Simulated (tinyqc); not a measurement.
Inside a calculation. Method: CISD on RHF in the 3-21g basis, for H2, spin multiplicity 1. One step of it, computed by the program tinyqc.

Problem. CISD: determinants and Hamiltonian. Slater-Condon rules over spin orbitals, with the nuclear repulsion added and E(HF) subtracted on the diagonal.

one-electron integrals over orbitals h = C^T H C (hartree), lower triangle:
```
           1          2         3         4
1  -1.023313
2   0.000000  -0.641100
3  -0.112598   0.000000  0.216419
4   0.000000   0.177272  0.000000  0.237363
```

Two-electron integrals over orbitals (pq|rs), unique and non-zero (hartree):
```
(11|11) 0.536991    (21|21) 0.127998    (22|11) 0.455542    (22|22) 0.428447
(31|11) 0.112598    (31|22) 0.078388    (31|31) 0.085493    (32|21) 0.035889
(32|32) 0.049566    (33|11) 0.510405    (33|22) 0.440834    (33|31) 0.123432
(33|33) 0.518398    (41|21) -0.076269   (41|32) -0.063266   (41|41) 0.093199
(42|11) -0.126770   (42|22) -0.082038   (42|31) -0.080929   (42|33) -0.133792
(42|42) 0.086948    (43|21) -0.146353   (43|32) -0.070812   (43|41) 0.122530
(43|43) 0.209968    (44|11) 0.537257    (44|22) 0.466493    (44|31) 0.152658
(44|33) 0.549389    (44|42) -0.155198   (44|44) 0.596755
```

nuclear repulsion = 0.45190197 hartree

Hartree-Fock energy = -1.05773262 hartree

Give: determinants; H - E(HF) between determinants.

Solution.

Occupation strings over the orbitals (2 doubly, a alpha, b beta, 0 empty; spin orbitals ordered 1a 1b 2a 2b ...): 2000 ab00 a0b0 a00b ba00 b0a0 b00a 0200 0ab0 0a0b 0ba0 0020 00ab 0b0a 00ba 0002

H - E(HF) between determinants (hartree), lower triangle:
```
         2000     ab00     a0b0     a00b     ba00     b0a0     b00a     0200
2000   0.0000
ab00   0.0000   0.3008
a0b0   0.0000   0.0000   1.2131
a00b   0.0000   0.0505   0.0000   1.2609
ba00   0.0000  -0.1280   0.0000   0.0763   0.3008
b0a0   0.0000   0.0000  -0.0855   0.0000   0.0000   1.2131
b00a   0.0000   0.0763   0.0000  -0.0932   0.0505   0.0000   1.2609
0200   0.1280   0.0000   0.0359   0.0000   0.0000  -0.0359   0.0000   0.6559
0ab0   0.0000   0.0359   0.0000  -0.1464   0.0342   0.0000   0.0809   0.0000
0a0b  -0.0763   0.0000  -0.1464   0.0000   0.0000   0.0633   0.0000   0.0952
0ba0   0.0000   0.0342   0.0000   0.0809   0.0359   0.0000  -0.1464   0.0000
0020   0.0855   0.0000   0.0108   0.0000   0.0000  -0.0108   0.0000   0.0496
00ab   0.0000  -0.0809   0.0000   0.0401   0.0633   0.0000  -0.1225   0.0000
0b0a   0.0763   0.0000   0.0633   0.0000   0.0000  -0.1464   0.0000  -0.0952
00ba   0.0000   0.0633   0.0000  -0.1225  -0.0809   0.0000   0.0401   0.0000
0002   0.0932   0.0000   0.1225   0.0000   0.0000  -0.1225   0.0000   0.0869

         0ab0     0a0b     0ba0    0020     00ab     0b0a    00ba    0002
0ab0   1.5258
0a0b   0.0000   1.5724
0ba0  -0.0496   0.0000   1.5258
0020   0.0000  -0.0708   0.0000  2.4609
00ab  -0.0708   0.0000  -0.0435  0.0000   2.5128
0b0a   0.0000  -0.0869   0.0000  0.0708   0.0000   1.5724
00ba  -0.0435   0.0000  -0.0708  0.0000  -0.2100   0.0000  2.5128
0002   0.0000   0.0221   0.0000  0.2100   0.0000  -0.0221  0.0000  2.5811
```
